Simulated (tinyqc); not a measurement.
Floating body of a partially depleted SOI transistor: body voltage and kink: transfer curve and swing.

Source at 0 V. Channel current Ic = 2 nf K Vt^2 [F(0) - F(Vd)](1 + la Vd), F(V) = ln^2(1 + exp((Vg - VT - nf V)/(2 nf Vt))), VT = VT0 - gb Vb. Saturation voltage Vs = 2 Vt sqrt(F(0)) + 3 Vt, excess Ve = (Vd - Vs + sqrt((Vd - Vs)^2 + 0.0004 V^2))/2, multiplication M1 = Ai Ve exp(-Bl/Ve). Each junction passes D(v) = J1 (exp(v/Vt) - 1) + J2 (exp(v/(2 Vt)) - 1). Bipolar current Ib = bb J1 (exp(Vb/Vt) - 1). The body settles where M1 (Ic + Ib) = D(Vb) + D(Vb - Vd) + Vb/Rb; drain current Id = (1 + M1)(Ic + Ib) - D(Vb - Vd).

Rows with more than one solution for Vb (latch) are left out; dId/dVd by a forward difference over 1e-4 V, swing = 1e-4 V over the change of log10 Id; M1 under 1e-12 is printed as 0.

Inputs (values chosen for the exercise); values of the order met in partially depleted silicon-on-insulator transistors: temperature T = 358 K; threshold at zero body voltage VT0 = 0.5 V; fall of the threshold per volt of body voltage gb = 0.23; slope factor nf = 1.44; gain factor per width K = 350 uA/(V^2 um); channel-length modulation factor la = 0.04 1/V; impact-ionisation prefactor Ai = 1.16 1/V; impact-ionisation voltage Bl = 4.2 V; diffusion saturation current of each junction J1 = 3.6e-10 uA/um; recombination saturation current of each junction J2 = 1.1e-8 uA/um; gain of the lateral bipolar transistor on the diffusion current bb = 1; resistance of a weak body tie to the source (1e9 stands for no tie, and the term is then dropped) Rb = 1e9 kohm um; drain voltage Vd = 1.6 V.

Constants: q = 1.602176634e-19 C, kB = 1.380649e-23 J/K, Vt = kB T/q. Results are converted to the units shown.

Transfer curve and swing:
```
Vg (V)	Vb (V)	M1	Id, floating (uA/um)	Id, grounded (uA/um)	ratio	swing, floating (mV/decade)	swing, grounded (mV/decade)
0.05	0.3445	0.1076	2.926e-4	4.482e-5	6.528	85.32	102.6
0.15	0.4286	0.1069	0.004146	4.200e-4	9.872	88.67	103.3
0.25	0.5058	0.1045	0.05061	0.003833	13.20	97.05	105.3
0.35	0.5707	0.09817	0.4374	0.03245	13.48	121.3	111.4
0.45	0.6168	0.08674	2.175	0.2283	9.524	174.8	127.5
0.55	0.6452	0.07266	6.436	1.145	5.622	260.1	163.9
0.65	0.6620	0.05876	13.55	3.802	3.562	367.8	228.0
0.75	0.6717	0.04625	23.32	8.972	2.599	487.0	316.9
0.85	0.6769	0.03547	35.54	16.84	2.111	610.7	421.7
```

Vb rises from 0.345 to 0.677 V. The smallest swing among the rows is 85.3 mV a decade with a floating body (at Vg = 0.05 V) and 103 with a grounded one; Vt ln 10 = 71.0. The floating swing is smaller by more than 3 % for Vg = 0.05, 0.15, 0.25 V, where the rising Vb lowers the threshold as Vg rises. In the first row the floating body raises the current by a factor of 6.53.

Range of the model: The multiplication law is an empirical form chosen for the exercise; self-heating and capacitive coupling to the body are left out, and the linear laws are rough once Vb passes about 0.7 V or M1 about 0.1.

tinyqc, about 0.2 s, one thread, Intel Xeon 2.30GHz (shared host): `OMP_NUM_THREADS=1 python tinyqc.py 2182263 2182264 out.jsonl`
